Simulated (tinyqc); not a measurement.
Worked calculation: hydrogenic impurity: series, fields, screening, photoionisation and donor-acceptor pairs. Computed by tinyqc, a small Python program that keeps every step. Command: `OMP_NUM_THREADS=1 python tinyqc.py 3030296 3030297 out.jsonl hydrogenic walk`. One thread of a shared host (Intel(R) Xeon(R) Processor @ 2.30GHz), about 0.01 s of CPU time with the checks. Intermediate numbers are printed to about 5 digits and carried at full precision; extremes and crossings named in words are read from the listed rows.

One isotropic, parabolic band. Effective units: Ry* and a*, in which H = -nabla^2 - 2/r.

Inputs (values chosen for the exercise, modelled on CdS):

| quantity | value | unit |
|---|---|---|
| electron mass m | 0.197 | m_0 |
| dielectric constant eps | 8.51 | - |
| donor density N | 2.5e+17 | cm^-3 |
| magnetic field B | 43 | T |
| depth of a short-range centre E_i | 256 | meV |

Parts treated: magnetic field and photoionisation.

Constants: Ry = 13.605693123 eV; a_0 = 0.529177210903 angstrom; h x 1 THz = 4.135667696 meV; mu_B = 5.7883818060e-05 eV/T.

## Effective units and the series

Ry* = Ry m/eps^2, a* = a_0 eps/m; level n is bound by Ry*/n^2; <r> = (3/2) a* in 1s; lines 1s -> np at Ry* (1 - 1/n^2); 1 THz = 4.135667696 meV.

Ry* = 37.011 meV

a* = 22.859 angstrom

<r> of 1s = 34.289 angstrom

Series:

| n | binding (meV) | line from 1s (meV) | line (THz) |
|---|---|---|---|
| 2 | 9.2527 | 27.758 | 6.7119 |
| 3 | 4.1123 | 32.898 | 7.9548 |
| 4 | 2.3132 | 34.698 | 8.3898 |
| 5 | 1.4804 | 35.530 | 8.5912 |

## Overlap of donors

Wigner-Seitz radius r_s = (3/(4 pi N))^(1/3); Mott criterion N_c^(1/3) a* = 0.26; overlap of two 1s orbitals at distance d: S = exp(-x)(1 + x + x^2/3), x = d/a*, with d = N^(-1/3).

r_s = 98.475 angstrom

Mott density = 1.4714e+18 cm^-3

N over the Mott density = 0.16991

overlap S = 0.023159

The sample is on the insulating side, but close enough for an impurity band.

## Donor in a magnetic field

gamma = hbar omega_c/(2 Ry*) = mu_B B/(m Ry*). For m_z = 0, H = -nabla^2 - 2/r + gamma^2 rho^2/4, and the band edge moves to gamma Ry*. Basis: exp(-al rho^2 - be z^2), al_k = 0.02 x 2.4^k + gamma/4 x c with k = 0..11, be_k = 0.02 x 2.4^k and c = 0, 0.5, 1 (36 functions). With A = al_i + al_j, B = be_i + be_j (not the field) and the common factor pi^(3/2) dropped: S = 1/(A sqrt(B)), kinetic S (4 al_i al_j/A + 2 be_i be_j/B), <rho^2> = S/A, <1/r> = (2/sqrt(pi)) atanh(u)/(A u), u = sqrt(1 - B/A), which is (2/sqrt(pi))/A when A = B; overlap eigenvalues below 1e-11 are dropped. Binding = (gamma - E) Ry*; the spin term shifts level and edge alike.

gamma = 0.34137

hbar omega_c = 25.269 meV

magnetic length a*/sqrt(gamma) = 39.124 angstrom

ground level = -35.051 meV

binding energy in the field = 47.686 meV

The field squeezes the orbit and raises the binding by a factor 1.288.

## Weak-field and exact binding

Perturbation theory: E = -1 + gamma^2/2 - (53/96) gamma^4 Ry*.

Ground level (Ry*):

| gamma | B (T) | basis | second order | fourth order | binding |
|---|---|---|---|---|---|
| 0.034 | 4.28 | -0.99942 | -0.99942 | -0.9994 | 1.0334 |
| 0.085 | 10.71 | -0.99641 | -0.99639 | -0.9964 | 1.0814 |
| 0.170 | 21.41 | -0.98596 | -0.98555 | -0.9860 | 1.1560 |
| 0.300 | 37.79 | -0.95837 | -0.95500 | -0.9595 | 1.2584 |
| 0.340 | 42.83 | -0.94744 | -0.94220 | -0.9496 | 1.2874 |
| 0.500 | 62.98 | -0.89441 | -0.87500 | -0.9095 | 1.3944 |
| 0.680 | 85.65 | -0.82042 | -0.76880 | -0.8868 | 1.5004 |
| 0.700 | 88.17 | -0.81144 | -0.75500 | -0.8876 | 1.5114 |
| 1.000 | 125.96 | -0.66233 | -0.50000 | -1.0521 | 1.6623 |
| 1.400 | 176.35 | -0.43232 | -0.02000 | -2.1409 | 1.8323 |

Second order stays within 1 % of the basis value up to gamma = 0.34 of those listed and fourth order up to 0.34; beyond, the truncated (asymptotic) series fails, while the binding keeps growing slowly, to 1.83 Ry* at gamma = 1.4. Rows above about 100 T are beyond laboratory magnets, and there polaron and band-shape effects enter.

## Photoionisation line shapes

With x = h nu/E above threshold, normalised to their maxima: hydrogenic 1s: x^-4 exp(4 - 4 atan(k)/k)/(1 - exp(-2 pi/k)), k = sqrt(x - 1), which is 1 at threshold; delta-function centre (Lucovsky): 8 (x - 1)^(3/2)/x^3, which is 1 at x = 2. Energies use E = Ry* and E = E_i; band-to-band absorption, which hides both above the gap, is left out.

Relative cross-sections:

| x | h nu, hydrogenic (meV) | hydrogenic | h nu, short-range centre (meV) | Lucovsky |
|---|---|---|---|---|
| 1.05 | 38.86 | 8.7772e-01 | 268.8 | 0.0773 |
| 1.20 | 44.41 | 6.1222e-01 | 307.2 | 0.4141 |
| 1.50 | 55.52 | 3.3174e-01 | 384.0 | 0.8381 |
| 2 | 74.02 | 1.4774e-01 | 512.0 | 1.0000 |
| 2.50 | 92.53 | 7.7836e-02 | 640.0 | 0.9406 |
| 3.50 | 129.54 | 2.9036e-02 | 896.0 | 0.7376 |
| 5 | 185.05 | 9.9730e-03 | 1280.0 | 0.5120 |
| 8 | 296.09 | 2.3612e-03 | 2048.0 | 0.2894 |

The Coulomb tail makes the hydrogenic cross-section largest at threshold, 37.01 meV; the short-range (neutral) centre starts from zero and peaks at twice its depth, 512.0 meV.

Checks made by the program: weak-field limit -1 + gamma^2/2 (relative difference 8e-06).
